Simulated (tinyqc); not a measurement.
From results back to parameters: Wannier-Stark ladder of a miniband. Three cases, with inputs chosen for the exercise.

Problem. The lines of a Wannier-Stark ladder are spaced by e F d, and the strengths of the lines j = 1 and j = 0 stand as J_1(x)^2/J_0(x)^2 with x = W/(2 e F d) below the first zero of J_0, 2.405; 1 kV/cm = 0.01 meV/angstrom. Both were computed from hidden F and W.

Case 1.

Values chosen (out of a larger set: near those of a GaAs/AlGaAs superlattice; not measured data): d = 60 angstrom (period).

spacing = 7.200 meV
ratio = 0.744376

Case 2.

Values chosen (out of a larger set: near those of an InGaAs/InAlAs superlattice; not measured data): d = 91 angstrom (period).

spacing = 7.735 meV
ratio = 0.361663

Case 3.

Values chosen (out of a larger set: near those of a non-polar GaN/AlGaN superlattice; not measured data): d = 35 angstrom (period).

spacing = 4.200 meV
ratio = 15.6684

Find: F; x; W.

Solution. J_1/J_0 rises steadily from 0 to infinity on that interval, so the ratio fixes x, and W = 2 x e F d.

Case 1.

F = 12.0 kV/cm
x = 1.319
W = 19.0 meV

Case 2.

F = 8.50 kV/cm
x = 1.034
W = 16.0 meV

Case 3.

F = 12.0 kV/cm
x = 2.143
W = 18.0 meV

Computed by tinyqc, one run a case: `OMP_NUM_THREADS=1 python tinyqc.py N N+1 out.jsonl` with N = 1281787, 1281856, 1281969; one thread of a shared Intel(R) Xeon(R) Processor @ 2.30GHz, about 0.01 s a run at most.
